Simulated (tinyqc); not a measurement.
Thin-film transistor with exponential tail and deep states, accumulation layer: effect of the gate capacitance.

An undoped film in accumulation, thicker than the space-charge layer. With band bending psi the Fermi level lies E0 - psi below the band edge. Free electrons n = n0 exp(psi/Vt) carry the current; electrons in two exponential distributions of traps, a = a0 exp(psi/Va) and d = d0 exp(psi/Vp), do not. Linear regime, ohmic contacts, traps in equilibrium.

Va = kB Tt/q, Vp = kB Td/q; n0 = Nc exp(-E0/Vt), a0 = Nt th(T/Tt) exp(-E0/Va), d0 = Nd th(T/Td) exp(-E0/Vp), th(x) = pi x/sin(pi x). G(psi) = sum over the three kinds of c0 [V (exp(psi/V) - 1) - psi], field F = sqrt(2 q G/(eps0 eps_r)); Vg = psi + eps0 eps_r F/Ci at the surface. Total charge Q = Ci (Vg - psi_s); free charge Qf = q times the integral of n0 (exp(psi/Vt) - 1)/F over psi from 0 to psi_s; I = (W/L) mb Qf Vd; effective mobility mb Qf/Q.

Inputs (values chosen for the exercise); values close to those of an organic semiconductor:
- T = 290 K (temperature)
- eps_r = 3.2 (relative permittivity of the semiconductor)
- Nc = 1.2e20 cm^-3 (density of extended states)
- mb = 3.6 cm^2/(V s) (band mobility)
- Nt = 1.1e20 cm^-3 (total density of tail states)
- Tt = 430 K (characteristic temperature of the tail)
- Nd = 3e17 cm^-3 (total density of deep states)
- Td = 1240 K (characteristic temperature of the deep states)
- E0 = 0.64 eV (bulk Fermi level below the band edge)
- WL = 5 (ratio W/L)
- Vd = 0.2 V (drain voltage)
- Vg = 14 V (gate voltage above flat band)

Constants: q = 1.602176634e-19 C, kB = 1.380649e-23 J/K, Vt = kB T/q, eps0 = 8.8541878128e-14 F/cm where lengths are in cm. Results are converted to the units shown.

Result of one run:
```
Ci (nF/cm^2)  E0 - psi_s (eV)  Q (nC/cm^2)  free share (%)  effective mobility (cm^2/(V s))  I (nA)
3.8                    0.2225        51.61          0.9830                          0.03539   1.826
```

What becomes of these results when the gate capacitance Ci is changed from 3.8 to 15 nF/cm^2, all else the same?

Result of the changed run:
```
Ci (nF/cm^2)  E0 - psi_s (eV)  Q (nC/cm^2)  free share (%)  effective mobility (cm^2/(V s))  I (nA)
15                     0.1185        202.2           4.344                           0.1564   31.61
```

The whole series:
```
Ci (nF/cm^2)  E0 - psi_s (eV)  Q (nC/cm^2)  free share (%)  effective mobility (cm^2/(V s))  I (nA)
2.4                    0.2603        32.69          0.5234                          0.01884  0.6159
3.8                    0.2225        51.61          0.9830                          0.03539   1.826
5.9                    0.1881        79.93           1.660                          0.05977   4.778
9.3                    0.1537        125.7           2.707                          0.09746   12.25
15                     0.1185        202.2           4.344                           0.1564   31.61
23                    0.08769        309.3           6.444                           0.2320   71.76
36                    0.05603        483.0           9.489                           0.3416   165.0
```

As Ci goes from 2.4 to 36 nF/cm^2, the free share rises from 0.523 to 9.49 %, the distance of the Fermi level from the edge falls from 0.260 to 0.0560 eV and the current rises from 0.616 to 165 nA. For Ci = 15 to 36 nF/cm^2 the th form, which assumes a Fermi level far below the edge, overcounts the filled tail at the surface by more than 15 %.

tinyqc, about 0.02 s, one thread, Intel Xeon 2.30GHz (shared host): `OMP_NUM_THREADS=1 python tinyqc.py 2610067 2610068 out.jsonl`
